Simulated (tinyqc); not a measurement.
Thickness of the film: ellipsoidal valleys in the axes of a wafer and a channel.

Valleys with axes a along x, y and z, two valleys each; inverse mass tensor w = 1/mt + (1/ml - 1/mt) a a. Device axes: z = nz/|nz|, x = nx/|nx|, y = z cross x; in them a = (ax, ay, az). Confinement mass mz = 1/w_zz. In the plane w_ij is replaced by u_ij = w_ij - w_iz w_jz/w_zz (i, j = x, y); density-of-states mass md = 1/sqrt(det u); conductivity mass along x mc = 1/u_xx; ballistic transport mass mx = u_yy/det u, width mass my = 1/u_yy.

Hard walls: E_n = c (n pi/t)^2/mz, c = hbar^2/2m0, n = 1, 2, 3. Non-degenerate share of a valley proportional to md sum_n exp(-E_n/kT); mean 1/mc = sum of share/mc. 1 nm = 10 angstrom.

Constants: hbar^2/2m0 = 3.80998211 eV angstrom^2; kB = 8.617333262e-05 eV/K.

Values chosen for the exercise (near those of the Delta valleys of Si; the results hold for these values, not for the real material): ml = 0.909 m0 (longitudinal mass); mt = 0.188 m0 (transverse mass); nz = (1, 1, 0) (surface normal (confinement)); nx = (0, 0, 1) (channel direction); T = 300 K (temperature).

Share of the lowest ladder and mean conductivity mass.

Results:

| t (nm) | lowest E1 (meV) | spread of E1 (meV) | share of the lowest ladder | mean mc |
|---|---|---|---|---|
| 2.0 | 301.7 | 198.3 | 1.000 | 0.1880 |
| 3.0 | 134.1 | 88.1 | 0.979 | 0.1912 |
| 4.0 | 75.4 | 49.6 | 0.914 | 0.2018 |
| 5.0 | 48.3 | 31.7 | 0.842 | 0.2150 |
| 10.0 | 12.1 | 7.9 | 0.709 | 0.2444 |
| 14.0 | 6.2 | 4.0 | 0.688 | 0.2498 |

Give the missing row, t (nm) = 7.0.

Computed row:
```
t (nm)  lowest E1 (meV)  spread of E1 (meV)  share of the lowest ladder  mean mc
7.0                24.6                16.2                       0.753   0.2338
```

The spread falls as 1/t^2 and passes kT = 25.9 meV between t = 5 and 7 nm; the share of the lowest ladder goes from 1.000 to 0.688 and the mean mass goes from 0.1880 to 0.2498, against 0.2556 for equal shares, the limit of a thick film (the bulk value 3/(1/ml + 2/mt) is 0.2556). Three subbands a valley become too few once E3 nears kT. In the thinnest rows E1 (302 meV) is beyond the parabolic range.

Computed by tinyqc, a small Python program: `OMP_NUM_THREADS=1 python tinyqc.py 1880437 1880438 out.jsonl` (the numbers bound the seed that draws the inputs); one thread of a shared host (Intel(R) Xeon(R) Processor @ 2.30GHz), about 0.01 s for the whole set of steps.
